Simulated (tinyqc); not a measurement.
Schottky barrier on an n-type semiconductor with a doping step, non-linear Poisson equation by Newton steps: two steps of the calculation.

One dimension, metal at x = 0, donor density C(x) = N1 for x < x1 and Nd beyond. Energies are counted from the electron Fermi level of the semiconductor and the conduction-band edge is Ec = -psi, so n = Nc exp(psi/Vt); holes follow the Fermi level of the metal, at -V, so p = Nv exp((V - psi - Eg)/Vt). Ends: psi(0) = V - phiB and psi = Vt ln(Nd/Nc) deep inside. Boltzmann statistics, full ionisation, no current, no image force in the Poisson equation.

Inputs (values chosen for the exercise); band and dielectric values close to those of gallium phosphide: temperature T = 350 K; band gap Eg = 2.26 eV; relative permittivity eps_r = 11.1; conduction-band density of states at T Nc = 2.24e19 cm^-3; valence-band density of states at T Nv = 2.39e19 cm^-3; donor density deep in the semiconductor Nd = 5.9e16 cm^-3; barrier height phiB = 1.4 eV; bias of the metal against the semiconductor V = 0.59 V.

Constants: q = 1.602176634e-19 C, kB = 1.380649e-23 J/K, Vt = kB T/q, eps0 = 8.8541878128e-14 F/cm where lengths are in cm. Results are converted to the units shown.

Problem 1. End potentials, built-in voltage, Debye length. psi_0 = V - phiB, psi_b = Vt ln(Nd/Nc), Vbi = phiB - Vt ln(Nc/Nd), LD = sqrt(eps0 eps_r Vt/(q Nd)), W = sqrt(2 eps0 eps_r (Vbi - V)/(q Nd)), hole density at the metal p_0 = Nv exp((phiB - Eg)/Vt).

Find: psi_0; psi_b; Vbi; LD; W for uniform Nd; p_0.

Solution 1.

psi_0 = -0.8100 V
psi_b = -0.1791 V
Vbi = 1.221 V
LD = 17.71 nm
W for uniform Nd = 114.5 nm
p_0 = 9.884e6 cm^-3

The hole density at the metal is 1.7e-10 times Nd, so holes hardly matter.

Problem 2. Converged densities, field and barrier lowering. n and p as above; E_i = -(psi_(i+1) - psi_i)/h_i; at the metal |E_0| = |E on interval 0| + q rho_0 (h_0/2)/(eps0 eps_r), rho_0 = p_0 - n_0 + C_0; image-force lowering dphi = sqrt(q |E_0|/(4 pi eps0 eps_r)).

```
node	x (nm)	converged psi (V)	donor density C (cm^-3)
0	0	-0.81000000	3e15
1	18	-0.73601324	3e15
2	38.7	-0.65288735	3e15
3	62.5	-0.55990246	3e15
4	89.8	-0.45665435	3e15
5	121	-0.34311080	3e15
6	157	-0.21750817	5.9e16
7	199	-0.18437794	5.9e16
8	247	-0.17967825	5.9e16
9	302	-0.17917749	5.9e16
10	365	-0.17913551	5.9e16
11	437	-0.17913261	5.9e16
```

Find: n; p; field E; |E_0| at the metal; image-force lowering.

Solution 2.

```
node	n (cm^-3)	p (cm^-3)
0	4.8614e7	9.8842e6
1	5.6510e8	8.5032e5
2	8.8937e9	54028
3	1.9409e11	2475.7
4	5.9527e12	80.722
5	2.5684e14	1.8708
6	1.6530e16	0.029069
7	4.9582e16	0.0096913
8	5.7942e16	0.0082930
9	5.8912e16	0.0081564
10	5.8994e16	0.0081451
11	5.9000e16	0.0081443
```

field E, interval 0 to 10 (kV/cm): -41.104  -40.157  -39.069  -37.820  -36.392  -34.890  -7.888  -0.979  -0.091  -0.007  0.000
|E_0| at the metal = 41.544 kV/cm
image-force lowering = 23.215 mV

Numbers from tinyqc (`OMP_NUM_THREADS=1 python tinyqc.py 2020017 2020018 out.jsonl`; about 0.09 s on one thread of a shared Intel Xeon 2.30GHz).
